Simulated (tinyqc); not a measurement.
Gate voltage for a given inversion charge.

Inverse problem. p-type body, charge-sheet picture, depletion and inversion only, full ionisation (an idealisation for deep acceptors), Boltzmann statistics (rough once Na exp(x - xn) passes about Nc/7). In units of Vt: xg = (Vg - Vfb)/Vt, x = psi/Vt, G = gamma/sqrt(Vt), xn = (2 phiF + Vc)/Vt. The implicit equation is (xg - x)^2 = G^2 [x - 1 + exp(x - xn)] for x above about 3. Cox = eps0 eox/tox. ni = sqrt(Nc Nv) exp(-Eg/(2 Vt)), Eg in volts; phiF = Vt ln(Na/ni); gamma = sqrt(2 q eps0 eps_r Na)/Cox. N_inv = (Cox Vt G/q) [sqrt(x - 1 + exp(x - xn)) - sqrt(x - 1)]. Find x - xn, psi and Vg.

Values chosen for this exercise; band and dielectric values close to those of 4H silicon carbide: temperature T = 300 K; band gap Eg = 3.28 eV; relative permittivity eps_r = 9.61; conduction-band density of states at T Nc = 1.7e19 cm^-3; valence-band density of states at T Nv = 2.51e19 cm^-3; relative permittivity of the gate insulator (close to silicon dioxide) eox = 3.9; insulator thickness tox = 5.4 nm; acceptor density Na = 7.2e17 cm^-3; flat-band voltage Vfb = -0.49 V; channel-body voltage Vc = 0 V.

Constants: q = 1.602176634e-19 C, kB = 1.380649e-23 J/K, Vt = kB T/q, eps0 = 8.8541878128e-14 F/cm where lengths are in cm. Results are converted to the units shown.

N_inv = 1.7e10 cm^-2

Answer. N_inv rises steadily with x, so it fixes x; the implicit equation then gives xg directly.

x - xn = -0.180
psi = 3.10 V
Vg = 3.83 V

tinyqc, about 0.01 s, one thread, Intel Xeon 2.30GHz (shared host): `OMP_NUM_THREADS=1 python tinyqc.py 2122144 2122145 out.jsonl`
